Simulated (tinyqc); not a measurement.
# Undoped gate-all-around wire MOSFET, analytic charge model: what changes with what

An undoped round wire of radius R under an insulator shell and a surrounding gate; long channel, electrons only, n = ni exp((psi - V)/Vt) with V the quasi-Fermi potential (0 at the source, Vd at the drain), constant mobility, no quantisation. The radial Poisson equation gives n(r) = n(0)/(1 - (1 - b) r^2/R^2)^2 with b = Q0/(Q + Q0). Q is the electron charge per area of the wire surface.

Parameters, values chosen for the exercise; material values close to those of In0.53Ga0.47As: temperature T = 325 K; band gap Eg = 0.746 eV; relative permittivity of the semiconductor eps_r = 14.1; conduction-band density of states at T Nc = 2.33e17 cm^-3; valence-band density of states at T Nv = 8.73e18 cm^-3; relative permittivity of the gate insulator eox = 24.5; insulator thickness tox = 14 nm; wire radius R = 3 nm; gate work function less that of the intrinsic body dphi = 0.25 V; channel mobility mu = 730 cm^2/(V s); gate length L = 0.2 um; drain voltage Vd = 0.5 V.

Constants: q = 1.602176634e-19 C, kB = 1.380649e-23 J/K, Vt = kB T/q, eps0 = 8.8541878128e-14 F/cm where lengths are in cm. Results are converted to the units shown.

Each table varies one quantity; the others keep the values above.

## Output curve

ni = sqrt(Nc Nv) exp(-Eg/(2 Vt)), Eg in volts; Cox = eps0 eox/(R ln(1 + tox/R)); Q0 = 4 eps0 eps_r Vt/R; V0 = dphi + Vt ln[8 eps0 eps_r Vt/(q ni R^2)]. Q solves Vg - V0 - V = Q/Cox + Vt ln(Q/Q0) + Vt ln(1 + Q/Q0). I = mu (2 pi R/L)[2 Vt (Qs - Qd) + (Qs^2 - Qd^2)/(2 Cox) + Vt Q0 ln((Qd + Q0)/(Qs + Q0))], with Qs at V = 0 and Qd at V = Vd.

In this table Vg = 1 V.

Output curve:
```
Vd (V)  Qd (nC/cm^2)     Qd/Qs  I (uA)
0.06           830.0    0.8005   3.851
0.11           663.7    0.6401   6.418
0.17           474.2    0.4574   8.763
0.22           328.4    0.3167   10.14
0.28           176.0    0.1697   11.17
0.33           79.43   0.07661   11.60
0.38           23.88   0.02303   11.76
0.44           3.482  0.003358   11.81
0.49          0.6024  5.810e-4   11.81
```

What does the table show?

The current rises from 3.85 to 11.8 uA, while the charge at the drain end falls from 0.80 to 5.8e-4 of that at the source. The current first comes within 1 % of its last value at Vd = 0.38 V among the rows. Over the last rows Qd falls by a factor of e for each Vt of drain voltage: the drain end is in weak inversion. In every row the surface density at the source passes 0.3 Nc, where Boltzmann statistics fail. For Vd = 0.11 to 0.49 V mu V/L, with V the smaller of Vd and Vg - V0, passes 3e6 cm/s, so velocity saturation would lower the current. In every row the body is thin enough for quantum confinement, left out here, to raise the threshold.

## Effect of the gate work function less that of the intrinsic body

I = mu (2 pi R/L)[2 Vt (Qs - Qd) + (Qs^2 - Qd^2)/(2 Cox) + Vt Q0 ln((Qd + Q0)/(Qs + Q0))], with Qs at V = 0 and Qd at V = Vd.  I(low) is taken at Vg = 0.45 V, Qs and I(high) at Vg = 1.2 V.

Effect of the gate work function less that of the intrinsic body:
```
dphi (V)  V0 (V)  I(low) (nA)  Qs(high) (nC/cm^2)  I(high) (uA)
0.1       0.5461        27.02                2329         48.38
0.15      0.5961        4.809                2139         42.28
0.2       0.6461       0.8156                1950         36.33
0.25      0.6961       0.1371                1763         30.59
0.3       0.7461      0.02300                1577         25.15
0.35      0.7961     0.003859                1394         20.14
0.4       0.8461     6.472e-4                1214         15.68
```

What does the table show?

As dphi goes from 0.1 to 0.4 V, I(low) falls from 27.0 to 6.47e-4 nA and I(high) falls from 48.4 to 15.7 uA. V0 rises from 0.546 to 0.846 V. In every row the surface density at the source at the higher gate voltage passes 0.3 Nc, where Boltzmann statistics fail. In every row mu V/L at the higher gate voltage, with V the smaller of Vd and Vg - V0, passes 3e6 cm/s, so velocity saturation would lower the current. In every row the body is thin enough for quantum confinement, left out here, to raise the threshold.

Numbers from tinyqc (`OMP_NUM_THREADS=1 python tinyqc.py 2460151 2460152 out.jsonl`; about 0.03 s on one thread of a shared Intel Xeon 2.30GHz).
